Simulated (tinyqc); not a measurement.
Lattice against boundary over temperature: grain-boundary diffusion: Harrison regimes, Fisher and Le Claire analysis, Hart average. Computed by tinyqc, a small Python program. Command: `OMP_NUM_THREADS=1 python tinyqc.py 3009639 3009640 out.jsonl gbdiff walk`. One thread of a shared host (Intel(R) Xeon(R) Processor @ 2.30GHz), about 0.01 s of CPU time with the checks.

A boundary is a slab of width delta with diffusivity D_b, normal to a surface held at constant concentration; it leaks into grains of diffusivity D.

Inputs (values chosen for the exercise, for a model polycrystal):

| quantity | value | unit |
|---|---|---|
| melting point T_m | 2580 | K |
| lattice prefactor D0 | 1.1e-05 | m^2/s |
| lattice activation energy E | 3.75 | eV |
| boundary prefactor D0b | 1.5e-05 | m^2/s |
| boundary activation energy E_b | 2.24 | eV |
| boundary width delta | 0.41 | nm |
| segregation factor s | 10 | - |
| grain size d | 0.12 | um |
| temperature T | 1130 | K |
| time t | 7800 | s |

Constants: k_B = 8.617333262e-05 eV/K.

Method:
- D = D0 exp(-E/(k_B T)), D_b = D0b exp(-E_b/(k_B T)).
- Triple product P = s delta D_b.
- Hart average for parallel slabs: f = delta/d, D_eff = (s f D_b + (1 - f) D)/(1 - f + s f); share of the boundaries = s f D_b/(s f D_b + (1 - f) D); depth sqrt(D_eff t).
- l = sqrt(D t); P = s delta D_b; alpha = s delta/(2 l); beta = P/(2 D l). Regime A if l > 3 d, C if alpha > 1, B if alpha < 0.1, l < d/4 and beta > 10, otherwise a transition.
- D_eff = (s f D_b + (1 - f) D)/(1 - f + s f), f = delta/d; share of the boundaries = s f D_b/(s f D_b + (1 - f) D).

boundary fraction f = 0.00341667

Diffusivities (m^2/s):

| T/T_m | T (K) | D | D_b | D_eff | share | regime |
|---|---|---|---|---|---|---|
| 0.3 | 774 | 4.2059e-30 | 3.8966e-20 | 1.2916e-21 | 1.00000 | C |
| 0.4 | 1032 | 5.3487e-24 | 1.7260e-16 | 5.7212e-18 | 1.00000 | C |
| 0.5 | 1290 | 2.4597e-20 | 2.6598e-14 | 8.8168e-16 | 0.99997 | transition |
| 0.6 | 1548 | 6.8019e-18 | 7.6452e-13 | 2.5348e-14 | 0.99974 | transition |
| 0.7 | 1806 | 3.7734e-16 | 8.4179e-12 | 2.7940e-13 | 0.99869 | A |
| 0.8 | 2064 | 7.6704e-15 | 5.0882e-11 | 1.6940e-12 | 0.99562 | A |
| 0.9 | 2322 | 7.9839e-14 | 2.0620e-10 | 6.9122e-12 | 0.98883 | A |
| 1.0 | 2580 | 5.2016e-13 | 6.3164e-10 | 2.1440e-11 | 0.97654 | A |

What does the comparison show, and why?

The apparent activation energy of D_eff is 2.24 eV between the first rows and 2.27 eV between the last, against E_b = 2.24 and E = 3.75 eV. The boundaries carry most of the flux up to the melting point. Caution: outside regime A (which needs sqrt(D t) above about 3 d) the Hart average and its depth are formal: they describe a profile only in regime A or at steady state. Caution: the segregation factor is held fixed, although it falls with temperature. Caution: outside regime A, D_eff and the share of the boundaries hold only at steady state.
